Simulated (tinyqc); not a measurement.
Inside a calculation. Method: Hartree-Fock atom on a uniform radial grid, spin-unpolarised, for He. Computed by tinyqc, a small Python program that keeps every step. Settings: Z = 2, points = 64, R = 13.3, functional = hf2, mixing = 1.0, iteration cap = 60. Command: `OMP_NUM_THREADS=1 python tinyqc.py 30752 30753 out.jsonl` (the two numbers bound the seeds that draw the settings). One thread of a shared host (Intel(R) Xeon(R) Processor @ 2.60GHz), about 0.01 s of CPU time with the checks. Later iterations appear only in the table of the cycle.

## Iteration 1

Spherical atom on a uniform radial grid r_j = j h with h = R/(N + 1), h sum u^2 = 1 and integrals as h times sums, u(0) = u(R) = 0 (atomic units):
```
parameter            value
Z                        2
points N                64
R                13.300000
h                 0.204615
mixing            1.000000
electrons in 1s          2
```

Three-point differences turn -u''/2 + [l(l+1)/2r^2 - Z/r + V] u = e u into a tridiagonal matrix (diagonal 1/h^2 + potential, off-diagonal -1/2h^2). D = sum f u^2; the Hartree potential y/r solves y'' = -D/r with y(0) = 0, y(R) = N_e; for two electrons in one orbital exchange is -V_H/2 (Hartree-Fock); E = sum f e - int D V + int D (V_H/2 + eps_xc); V(new) = V + mixing (V_H + v_xc - V).

eigenvalues (hartree): 1s -1.922619

Every 4th grid point:
```
r              V in     u(1s)         D       V_H       v_xc
0.818462   0.000000  0.904350  1.635696  2.190263  -1.095131
1.636923   0.000000  0.367232  0.269719  1.213437  -0.606718
2.455385   0.000000  0.111842  0.025017  0.814220  -0.407110
3.273846   0.000000  0.030277  0.001833  0.610890  -0.305445
4.092308   0.000000  0.007684  0.000118  0.488721  -0.244361
4.910769   0.000000  0.001872  0.000007  0.407268  -0.203634
5.729231   0.000000  0.000443  3.93e-07  0.349087  -0.174544
6.547692   0.000000  0.000103  2.12e-08  0.305451  -0.152726
7.366154   0.000000  0.000024  1.11e-09  0.271512  -0.135756
8.184615   0.000000  0.000005  5.62e-11  0.244361  -0.122180
9.003077   0.000000  1.18e-06         0  0.222146  -0.111073
9.821538   0.000000  2.62e-07         0  0.203634  -0.101817
10.640000  0.000000  5.77e-08         0  0.187970  -0.093985
11.458462  0.000000  1.26e-08         0  0.174544  -0.087272
12.276923  0.000000  2.68e-09         0  0.162907  -0.081454
13.095385  0.000000  3.18e-10         0  0.152726  -0.076363
```

total energy = -2.61722031 hartree

## Iteration 2

As before.

eigenvalues (hartree): 1s -0.770313

Every 4th grid point:
```
r              V in     u(1s)         D       V_H       v_xc
0.818462   1.095131  0.850556  1.446892  1.952481  -0.976240
1.636923   0.606718  0.523407  0.547910  1.181331  -0.590665
2.455385   0.407110  0.259545  0.134727  0.810359  -0.405179
3.273846   0.305445  0.117832  0.027769  0.610434  -0.305217
4.092308   0.244361  0.050934  0.005189  0.488667  -0.244333
4.910769   0.203634  0.021337  0.000911  0.407262  -0.203631
5.729231   0.174544  0.008746  0.000153  0.349086  -0.174543
6.547692   0.152726  0.003528  0.000025  0.305451  -0.152726
7.366154   0.135756  0.001406  3.95e-06  0.271512  -0.135756
8.184615   0.122180  0.000555  6.15e-07  0.244361  -0.122180
9.003077   0.111073  0.000217  9.43e-08  0.222146  -0.111073
9.821538   0.101817  0.000084  1.43e-08  0.203634  -0.101817
10.640000  0.093985  0.000033  2.13e-09  0.187970  -0.093985
11.458462  0.087272  0.000012  3.08e-10  0.174544  -0.087272
12.276923  0.081454  4.39e-06  3.85e-11  0.162907  -0.081454
13.095385  0.076363  7.04e-07         0  0.152726  -0.076363
```

total energy = -2.72335270 hartree

## Convergence

Stop when input and output potentials agree to 1e-7.

Course of the cycle (hartree):
```
iteration            E      e(1s)  largest |V(out) - V(in)|
1          -2.61722031  -1.922619                  1.85e+00
2          -2.72335270  -0.770313                  3.88e-01
3          -2.73354871  -0.907268                  1.25e-01
4          -2.73457215  -0.859183                  3.94e-02
5          -2.73467491  -0.873876                  1.25e-02
6          -2.73468523  -0.869165                  3.96e-03
7          -2.73468627  -0.870653                  1.26e-03
8          -2.73468638  -0.870181                  3.98e-04
9          -2.73468639  -0.870331                  1.26e-04
10         -2.73468639  -0.870283                  4.00e-05
11         -2.73468639  -0.870298                  1.27e-05
12         -2.73468639  -0.870293                  4.02e-06
13         -2.73468639  -0.870295                  1.28e-06
14         -2.73468639  -0.870294                  4.04e-07
15         -2.73468639  -0.870295                  1.28e-07
16         -2.73468639  -0.870295                  4.06e-08
```

Converged in 16 iterations. A uniform grid resolves the cusp poorly: for a bare nucleus this grid gives 1s at -1.92262 against -Z^2/2 = -2 hartree. Before convergence this energy mixes input and output and is not variational, so it may rise towards its limit.
